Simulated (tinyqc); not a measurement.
Worked calculation: plane-wave Kohn-Sham cycle with exchange-only LDA in a layered model solid. One step of it, computed by the program tinyqc.

Problem. Iteration 1: levels at that k. Diagonalise the Hermitian matrix.

H (hartree), lower triangle:
```
           -2         -1         +0         +1        +2
-2   0.054495
-1  -0.140000  -0.134524
+0  -0.040000  -0.140000  -0.197530
+1   0.000000  -0.040000  -0.140000  -0.134524
+2   0.000000   0.000000  -0.040000  -0.140000  0.054495
```

Give: eigenvalues.

Solution.

eigenvalues (hartree): -0.4244  -0.1786  -0.0193  0.1262  0.1386
